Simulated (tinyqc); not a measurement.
Thickness series: Landau-Devonshire theory of a uniaxial ferroelectric. Computed by tinyqc, a small Python program. Command: `OMP_NUM_THREADS=1 python tinyqc.py 3026044 3026045 out.jsonl ferro walk`. One thread of a shared host (Intel(R) Xeon(R) Processor @ 2.30GHz), about 0.01 s of CPU time with the checks.

G(P) = (alpha/2) P^2 + (beta*/4) P^4 + (gamma/6) P^6 - E P per volume, SI units, one domain, P along the polar axis.

Inputs (values chosen for the exercise, modelled on lead titanate):
```
quantity                           value             unit
alpha_0                           722000      J m/(C^2 K)
Curie-Weiss temperature T0           752                K
beta                           -2.88e+08        J m^5/C^4
gamma                           1.51e+09        J m^9/C^6
temperature T                        367                K
film thickness d                     3.6               nm
screening length lambda            0.048               nm
background permittivity eps_b          7                -
series capacitance C_d               4.8  microfarad/cm^2
```

Sample: free crystal.

Constants: eps_0 = 8.8541878128e-12 F/m.

Method:
- alpha = alpha_0 (T - T0*), T0* = T0, beta* = beta.
- Ps^2 = [-beta* + sqrt(beta*^2 - 4 alpha gamma)]/(2 gamma).
- chi = 1/(eps_0 G''), G'' = alpha + 3 beta* P^2 + 5 gamma P^4 at Ps. Ps, chi and the coercive field are for perfect screening, without a depolarising field. The intrinsic coercive field is |alpha P + beta* P^3 + gamma P^5| at the P_c where G'' = 0. 1 C/m^2 = 100 microcoulomb/cm^2.
- Between shorted electrodes with screening length lambda each, the depolarising field is -k P, k = 2 lambda/(eps_0 (d + 2 lambda eps_b)), so alpha turns into alpha + k.
- The polar state is the lowest uniform state while alpha + k < 0 (beta* > 0) or < 3 beta*^2/(16 gamma) (beta* < 0); setting the equality gives the critical thickness d_c.
- Domains are left out, though they can pre-empt both the loss of P and the state at P = 0. The second and third columns are for the shorted capacitor, polar only where it is the lowest uniform state: alpha + k < 0 (beta* > 0) or < 3 beta*^2/(16 gamma) (beta* < 0). The last column is another circuit, the film in series with C_d at P = 0: 1/C = (alpha d)/(1 + alpha eps_0 eps_b) + 1/C_d, and P = 0 is locally stable while 1/C > 0; a dash marks the rest.

alpha = -2.77970e+08 J m/C^2

beta* = -2.88e+08 J m^5/C^4

critical thickness d_c = 36.9398 nm

spontaneous polarisation Ps = 73.1360 microcoulomb/cm^2

Against thickness:
```
d (nm)  P (microcoulomb/cm^2)  depolarising field (MV/m)  C of the stack / C_d
1                       0.000                       0.00                1.0138
2                       0.000                       0.00                1.0279
3                       0.000                       0.00                1.0425
5                       0.000                       0.00                1.0728
8                       0.000                       0.00                1.1218
15                      0.000                       0.00                1.2557
30                      0.000                       0.00                1.6872
60                     60.739                     108.54                5.3934
150                    69.054                      49.69                     -
```

What does the comparison show, and why?

The polar state appears between 30 and 60 nm (d_c = 36.9 nm), and at 150 nm P is 94.4 % of Ps. The stack exceeds C_d wherever it is stable, up to 5.39 times: the ferroelectric held at P = 0 acts as a negative capacitance. Caution: far below T0* the expansion with linear alpha(T) is only a fit.

Extremes, crossings and ranges named in words are read from the listed rows.
